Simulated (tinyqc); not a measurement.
# Worked calculation: thermoelectric coefficients with energy filtering, Landauer integrals

tinyqc, about 0.02 s, one thread, Intel Xeon 2.30GHz (shared host): `OMP_NUM_THREADS=1 python tinyqc.py 2800041 2800042 out.jsonl` Printed values are rounded.

Bulk parabolic band, x = (E - Ec)/kB T, C = hbar^2/(2 m0), kB T in eV. Modes per area gv m kB T x/(4 pi C) times the back-scattering length l0 x^rr give the transport function s0 X(x), s0 = (2 q^2/h) gv m kB T l0/(4 pi C), X = x^(1 + rr), multiplied by tb for x < xb. I_k = int X (x - eta)^k w dx, w = 1/(4 cosh^2((x - eta)/2)).

Inputs (values chosen for the exercise):
- T = 200 K (temperature)
- m = 1.1 m0 (mass of one valley)
- gv = 6 (valleys)
- l0 = 1.2 nm (back-scattering length at x = 1)
- rr = 1 (energy exponent of that length)
- kL = 0.32 W/(m K) (lattice thermal conductivity)
- eta = 6.7 (reduced Fermi level (EF - Ec)/kB T)
- xb = 8.5 (barrier height over kB T, above Ec)
- tb = 0.2 (share of the transport function left below the barrier)
- xa = 0 (lower end of the grid)
- xe = 19 (upper end of the grid)
- nE = 13 (points of the grid)

Constants: q = 1.602176634e-19 C, kB = 1.380649e-23 J/K, hbar = 1.054571817e-34 J s, h = 6.62607015e-34 J s, m0 = 9.1093837015e-31 kg, Vt = kB T/q, hbar^2/(2 m0) = 0.0380998212 eV nm^2. Results are converted to the units shown.

Range of the model: Parabolic bands, elastic scattering and a fixed kL make these model figures, not those of a material.

## The three integrals on a coarse grid

Simpson's rule on nE equally spaced points from xa to xe.

| point | x | X | w | X w |
|---|---|---|---|---|
| 0 | 0.00000 | 0 | 0.001227887 | 0 |
| 1 | 1.58333 | 0.5013889 | 0.005924714 | 0.002970586 |
| 2 | 3.16667 | 2.005556 | 0.02757319 | 0.05529957 |
| 3 | 4.75000 | 4.512500 | 0.1090398 | 0.4920422 |
| 4 | 6.33333 | 8.022222 | 0.2417820 | 1.939629 |
| 5 | 7.91667 | 12.53472 | 0.1763006 | 2.209879 |
| 6 | 9.50000 | 90.25 | 0.05403811 | 4.876940 |
| 7 | 11.08333 | 122.8403 | 0.01217773 | 1.495916 |
| 8 | 12.66667 | 160.4444 | 0.002549685 | 0.4090827 |
| 9 | 14.25000 | 203.0625 | 5.255570e-4 | 0.1067209 |
| 10 | 15.83333 | 250.6944 | 1.079816e-4 | 0.02707040 |
| 11 | 17.41667 | 303.3403 | 2.217132e-5 | 0.006725454 |
| 12 | 19.00000 | 361 | 4.551703e-6 | 0.001643165 |

I_0, I_1, I_2 on this grid: [16.82276, 35.61961, 145.4218]

Converged values are 20.169, 41.725 and 157.64; the grid is 17 % below the first and 7.8 % below the last.

## Coefficients of the electrons

converged I_0, I_1, I_2: [20.16925, 41.72514, 157.6398]

sigma = s0 I_0, S = -(kB/q) I_1/I_0, Lorenz number L = (kB/q)^2 [I_2/I_0 - (I_1/I_0)^2], kappa_e = L sigma T.

s0 = 220.8971 S/cm
sigma = 4455.329 S/cm
S = -178.2711 uV/K
L = 2.625870 x 1e-8 V^2/K^2
kappa_e = 2.339824 W/(m K)

L is 7.5 % above the Sommerfeld value (pi^2/3)(kB/q)^2 = 2.443e-8 V^2/K^2.

## Power factor and figure of merit

Power factor S^2 sigma, ZT = S^2 sigma T/(kappa_e + kL).

power factor = 14.15929 mW/(m K^2)
ZT = 1.064679
electronic share of kappa = 87.96913 %
